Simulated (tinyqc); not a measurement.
Magnetisation curve: two coupled magnetic layers: synthetic antiferromagnet, spin flop, exchange bias and magnetoresistance. Computed by tinyqc, a small Python program. Command: `OMP_NUM_THREADS=1 python tinyqc.py 3005038 3005039 out.jsonl saf walk`. One thread of a shared host (Intel(R) Xeon(R) Processor @ 2.30GHz), about 0.3 s of CPU time with the checks.

Moments lie in the plane at the angles p1, p2 from the field. Energy per area: E = J1 cos(p1 - p2) + J2 cos^2(p1 - p2) - B M_s (t1 cos p1 + t2 cos p2) + K (t1 sin^2 p1 + t2 sin^2 p2).

Inputs (values chosen for the exercise, for a model stack): saturation magnetisation M_s = 1250 kA/m; thickness t1 = 3.2 nm; thickness t2 = 2.7 nm; antiferromagnetic coupling J1 = 0.1 mJ/m^2; biquadratic coupling J2 = 0 mJ/m^2; in-plane anisotropy K = 4 kJ/m^3; field over the saturation field = 0.86.

Field direction: along the easy axis.

Method. The parallel state is stable while the Hessian at p1 = p2 = 0 is positive: with c = J1 + 2 J2 and u = B M_s + 2K, (u t1 - c)(u t2 - c) > c^2, so B_sat M_s = c (1/t1 + 1/t2) - 2K. B_K = 2K/M_s. The lowest minimum of E over both angles (from five starts; of two mirror images the one with p1 >= 0, and for equal layers |p1| <= |p2|).

saturation field B_sat = 48.2296 mT

Equilibrium states:
```
B/B_sat  B (mT)  p1 (degrees)  p2 (degrees)  m/m_sat
0.02      0.965         0.000       -180.00   0.0847
0.06      2.894         0.000       -180.00   0.0847
0.12      5.788         0.000       -180.00   0.0847
0.20      9.646         0.000       -180.00   0.0847
0.30     14.469         0.000       -180.00   0.0847
0.45     21.703        45.119        -86.88   0.4076
0.60     28.938        45.456        -62.19   0.5940
0.80     38.584        33.211        -41.08   0.7988
0.95     45.818        16.676        -19.93   0.9498
1.10     53.053         0.000          0.00   1.0000
```

The collinear state is the lowest in 5 row(s), with m/m_sat = (t1 - t2)/(t1 + t2) = 0.085; then the moments are canted and close at B_sat. The largest gap between m/m_sat and B/B_sat in the canted rows is 0.042.

Extremes, crossings and ranges named in words are read from the listed rows.
